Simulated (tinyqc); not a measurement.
# AlGaN/GaN HEMT with access regions, lumped model: several studies

A polarisation-induced electron sheet under a Schottky gate, in series with two ungated access regions and contacts. Drift law v = mu E/(1 + mu E/vs) under the gate. Currents in mA/mm, resistances in ohm mm. No self-heating, no channel-length modulation; fits for polarisation, barrier and offset are chosen for the exercise.

Parameters, values chosen for the exercise; values close to those of AlGaN/GaN structures:
- x = 0.21 (aluminium share of the barrier)
- d = 30 nm (barrier thickness)
- eps_r = 9.4 (relative permittivity of barrier and channel)
- mu = 1800 cm^2/(V s) (channel mobility)
- vs = 1.6e7 cm/s (saturation velocity)
- Lg = 0.15 um (gate length)
- Ls = 0.5 um (source access length)
- Ld = 16 um (drain access length)
- Rc = 0.28 ohm mm (resistance of each contact)
- ft = 0 (share of the drain-access electrons removed by traps)
- Vg = 1 V (gate voltage)
- Ec = 3.3 MV/cm (critical field)
- te = 0.46 um (depth over which the depleted charge spreads)
- tf = 100 nm (insulator under the field plate)
- ei = 7.5 (relative permittivity of that insulator)

Constants: q = 1.602176634e-19 C, eps0 = 8.8541878128e-14 F/cm where lengths are in cm. Results are converted to the units shown.

Each table varies one quantity; the others keep the values above.

## Effect of the barrier thickness

sigma = (5e13 x + 1.6e13 x^2) cm^-2, phiB = 0.84 + 1.3 x, dEc = 0.7 (1.71 x + x^2) in volts, Cb = eps0 eps_r/d, VT = phiB - dEc - q sigma/Cb, access density n0 = -Cb VT/q. Access resistance R(L, n) = L/(q mu n sqrt(1 - (I/(q n vs))^2)); Rs = Rc + R(Ls, n0), Rd = Rc + R(Ld, (1 - ft) n0). Vg' = Vg - I Rs, Vd' = Vd - I (Rs + Rd); with u = Vg' - VT, Vc = vs Lg/mu and w the smaller of Vd' and Vc [sqrt(1 + 2 u/Vc) - 1] (0 if negative), the channel gives (mu Cb/Lg)(u w - w^2/2)/(1 + w/Vc). I equals that channel current. Isat is I at Vd = 10 V, gm = dIsat/dVg, Ron the limit of Vd/I at small Vd.

Effect of the barrier thickness:

| d (nm) | VT (V) | n0 (cm^-2) | Ron (ohm mm) | Isat (mA/mm) | gm (mS/mm) |
|---|---|---|---|---|---|
| 8 | -0.8949 | 5.811e12 | 10.45 | 808.2 | 5.283 |
| 11 | -1.542 | 7.282e12 | 8.460 | 1003 | 6.881 |
| 14 | -2.189 | 8.123e12 | 7.647 | 1112 | 6.937 |
| 18 | -3.052 | 8.808e12 | 7.100 | 1200 | 6.345 |
| 22 | -3.915 | 9.244e12 | 6.794 | 1256 | 5.654 |
| 27 | -4.993 | 9.607e12 | 6.560 | 1302 | 4.899 |
| 33 | -6.288 | 9.898e12 | 6.386 | 1339 | 4.184 |

What does the table show?

As d goes from 8 to 33 nm, Ron falls from 10.4 to 6.39 ohm mm, Isat rises from 808 to 1340 mA/mm and gm goes from 5.28 through a maximum of 6.94 (at d = 14 nm among the rows listed) to 4.18 mS/mm. VT falls from -0.895 to -6.29 V. In every row the power passes 5 W/mm, where self-heating, left out here, lowers the current. In every row the gated channel is not yet saturated at 10 V, because the access regions take the voltage, and gm drops. In every row Vg comes within 0.2 V of phiB or passes it, so at low drain current, as for Ron, the Schottky gate would conduct.

## Field plate: effect of the aluminium share of the barrier

Off state: a depleted stretch that holds the voltage V has the peak field sqrt(k V), k = 2 q n0/(eps0 eps_r te), so one edge holds V1 = Ec^2/k. The sheet under the plate pinches off at Vf = q n0 (1/Cb + tf/(eps0 ei)); beyond it the gate edge is screened. BV = V1 if Vf >= V1, else Vf + V1, and at most Ec Ld.

The same in every row: Ec Ld (V) = 5280.0.

Result of one run:

| x | Vf (V) | V1 (V) | BV (V) |
|---|---|---|---|
| 0.26 | 37.864 | 102.75 | 140.62 |

What becomes of these results when the aluminium share of the barrier x is changed from 0.26 to 0.38, all else the same?

Result of the changed run:

| x | Vf (V) | V1 (V) | BV (V) |
|---|---|---|---|
| 0.38 | 59.693 | 65.177 | 124.87 |

The whole series:

| x | Vf (V) | V1 (V) | BV (V) |
|---|---|---|---|
| 0.14 | 17.516 | 222.12 | 239.63 |
| 0.18 | 24.134 | 161.21 | 185.34 |
| 0.22 | 30.916 | 125.84 | 156.76 |
| 0.26 | 37.864 | 102.75 | 140.62 |
| 0.3 | 44.976 | 86.506 | 131.48 |
| 0.34 | 52.252 | 74.459 | 126.71 |
| 0.38 | 59.693 | 65.177 | 124.87 |

BV falls from 240 to 125 V. The plate helps (Vf < V1) in 7 of the 7 rows, and the access length caps BV in 0. More sheet charge lowers Ron but steepens the field, so V1 falls. For x = 0.34 to 0.38 the barrier is thick and rich enough in aluminium to relax or crack.

## Effect of the gate length

Same model as above.

The same in every row: VT (V) = -5.641; n0 (cm^-2) = 9.767e12.

Result of one run:

| Lg (um) | Ron (ohm mm) | Isat (mA/mm) | gm (mS/mm) |
|---|---|---|---|
| 3 | 7.323 | 1057 | 111.5 |

What becomes of these results when the gate length Lg is changed from 3 to 0.29 um, all else the same?

Result of the changed run:

| Lg (um) | Ron (ohm mm) | Isat (mA/mm) | gm (mS/mm) |
|---|---|---|---|
| 0.29 | 6.505 | 1310 | 8.903 |

The whole series:

| Lg (um) | Ron (ohm mm) | Isat (mA/mm) | gm (mS/mm) |
|---|---|---|---|
| 0.05 | 6.433 | 1331 | 1.484 |
| 0.09 | 6.445 | 1328 | 2.687 |
| 0.16 | 6.466 | 1322 | 4.825 |
| 0.29 | 6.505 | 1310 | 8.903 |
| 0.52 | 6.575 | 1289 | 16.45 |
| 0.93 | 6.698 | 1252 | 30.87 |
| 1.7 | 6.930 | 1179 | 60.41 |
| 3 | 7.323 | 1057 | 111.5 |

As Lg goes from 0.05 to 3 um, Ron rises from 6.43 to 7.32 ohm mm, Isat falls from 1330 to 1060 mA/mm and gm rises from 1.48 to 111 mS/mm. The ceiling Cb vs is 444 mS/mm. In every row the power passes 5 W/mm, where self-heating, left out here, lowers the current. In every row the gated channel is not yet saturated at 10 V, because the access regions take the voltage, and gm drops. In every row Vg comes within 0.2 V of phiB or passes it, so at low drain current, as for Ron, the Schottky gate would conduct.

Computed by the program tinyqc: `OMP_NUM_THREADS=1 python tinyqc.py 2570065 2570066 out.jsonl`, one thread of a shared Intel Xeon 2.30GHz, about 0.01 s for the whole run.
